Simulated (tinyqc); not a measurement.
Voltage acceleration of oxide breakdown, four models on the same data: lifetime against voltage in four models.

Field E = V/tox in MV/cm. Models: ln(t63/1 s) = a - c X with X = E (E model), -1/E (1/E model), ln V (power law, c the exponent n) or sqrt(E).

a and c were fitted to stress data from 2.39 to 3.14 V. Project to Vu, multiply by exp[(Ea q/kB)(1/Tu - 1/Ts)] and by ks; ten years are 3.15576e8 s.

Parameters, values chosen for the exercise:

| symbol | value | unit | meaning |
|---|---|---|---|
| tox | 2 | nm | oxide thickness |
| Ts | 398 | K | stress temperature |
| Tu | 328 | K | use temperature |
| Ea | 0.64 | eV | activation energy |
| ks | 0.00079 |  | factor for area and percentile |

Constants: q = 1.602176634e-19 C, kB = 1.380649e-23 J/K. Results are converted to the units shown.

```
model         c         a
E       3.26790   53.1428
1/E     612.009  -36.8592
power   44.9273   53.3783
sqrt E  24.2617   98.0347
```

Result of one run:
```
log10 years, E  log10 years, 1/E  log10 years, power  log10 years, sqrt E
-0.4813                   0.8007              0.1143              -0.1942
```

Which use voltage Vu gave this result: 1.12, 1.36, 1.59, 2.07 or 2.54 V?

Vu = 2.07 V.

The whole series:
```
Vu (V)  log10 years, E  log10 years, 1/E  log10 years, power  log10 years, sqrt E
1.12             6.260             22.58               12.10                8.770
1.36             4.557             14.21               8.310                6.228
1.59             2.925             8.553               5.262                3.995
1.83             1.222             4.169               2.519                1.831
2.07           -0.4813            0.8007              0.1143              -0.1942
2.31            -2.184            -1.867              -2.026               -2.105
2.54            -3.817            -3.951              -3.878               -3.846
2.78            -5.520            -5.758              -5.640               -5.580
```

The four agree within 0.24 decades in the last row, inside the stress range, and part by 16.3 decades in the first. The local exponent -d ln t/d ln V is c E for the E model, which shrinks as V falls, constant for the power law, and c/E for the 1/E model, which grows as V falls.

Range of the model: All four laws are empirical fits; none is established far below the stress range.

Computed by the program tinyqc: `OMP_NUM_THREADS=1 python tinyqc.py 2070145 2070146 out.jsonl`, one thread of a shared Intel Xeon 2.30GHz, about 0.01 s for the whole run.
